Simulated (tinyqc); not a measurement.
Inside a calculation. Method: Hueckel theory of the pi electrons, for the molecule BC=C(O)C=C[CH2+] (SMILES; centres numbered as the heavy atoms are written). Computed by tinyqc, a small Python program that keeps every step. Settings: charge = 1. Command: `OMP_NUM_THREADS=1 python tinyqc.py 24058 24059 out.jsonl` (the two numbers bound the seeds that draw the settings). One thread of a shared host (Intel(R) Xeon(R) Processor @ 2.60GHz), about 0.01 s of CPU time with the checks.

## The Hueckel matrix

Centres:
```
centre  z_r, pi electrons of the neutral centre        h
1B                                            0  -0.9200
2C                                            1   0.0000
3C                                            1   0.0000
4O                                            2   2.0700
5C                                            1   0.0000
6C                                            1   0.0000
7C                                            1   0.0000
```

Bonds:
```
i  j       k
1  2  0.7200
2  3       1
3  4  0.7300
3  5       1
5  6       1
6  7       1
```

H_rr = alpha + h_r beta, H_rs = k_rs beta for bonded centres.

Hueckel matrix in units of beta (H = alpha + beta A), lower triangle:
```
         1B      2C      3C      4O      5C      6C      7C
1B  -0.9200
2C   0.7200  0.0000
3C   0.0000  1.0000  0.0000
4O   0.0000  0.0000  0.7300  2.0700
5C   0.0000  0.0000  1.0000  0.0000  0.0000
6C   0.0000  0.0000  0.0000  0.0000  1.0000  0.0000
7C   0.0000  0.0000  0.0000  0.0000  0.0000  1.0000  0.0000
```

## Orbitals

pi electrons, sum of z_r less the charge = 6

Diagonalise; E = alpha + x beta with beta < 0, so the largest x are filled first; degenerate levels share their electrons. P = sum n_i c_ri c_si; each orbital has its largest coefficient positive (the first on a tie).

x values: 2.4312  1.5777  0.9772  0.1467  -0.7777  -1.3607  -1.8443

occupations: 2.0000  2.0000  2.0000  0.0000  0.0000  0.0000  0.0000

coefficients:
```
       MO1      MO2      MO3      MO4      MO5      MO6      MO7
1B  0.0398   0.0576   0.2272   0.3258   0.5779   0.6317   0.3229
2C  0.1851   0.1997   0.5987   0.4827   0.1142  -0.3867  -0.4146
3C  0.4214   0.2736   0.4214  -0.1638  -0.5049   0.0713   0.5321
4O  0.8518  -0.4056  -0.2815   0.0622   0.1294  -0.0152  -0.0992
5C  0.2177   0.5280   0.0186  -0.5521   0.1839   0.3007  -0.4943
6C  0.1078   0.5594  -0.4032   0.0828   0.3619  -0.4805   0.3796
7C  0.0443   0.3546  -0.4126   0.5643  -0.4653   0.3531  -0.2058
```

charge and bond-order matrix P, lower triangle:
```
         1B       2C       3C       4O      5C      6C      7C
1B   0.1130
2C   0.3097   0.8650
3C   0.2565   0.7698   0.8601
4O  -0.1068  -0.1836   0.2588   1.9386
5C   0.0866   0.3137   0.4880  -0.0679  0.6530
6C  -0.1102  -0.2195   0.0571  -0.0432  0.6227  0.9743
7C  -0.1431  -0.3360  -0.1164   0.0202  0.3784  0.7391  0.5959
```

## Energy, charges, bond orders

E = sum n x; q_r = z_r - P_rr; bond order p = P_rs; free valence = sqrt(3) - sum of p over the bonds of the atom.

pi energy = 6 alpha + this times beta = 9.9720

pi charges: 1B -0.1130, 2C 0.1350, 3C 0.1399, 4O 0.0614, 5C 0.3470, 6C 0.0257, 7C 0.4041

Bond orders and lengths from R = 1.517 - 0.180 p (angstrom, C-C alone):
```
bond       p       R
1-2   0.3097       -
2-3   0.7698  1.3784
3-4   0.2588       -
3-5   0.4880  1.4292
5-6   0.6227  1.4049
6-7   0.7391  1.3840
```

free valence of the carbons: 2C 0.6525, 3C 0.2153, 5C 0.6213, 6C 0.3703, 7C 0.9930

gap between the highest filled and the next level = 0.8305 |beta|
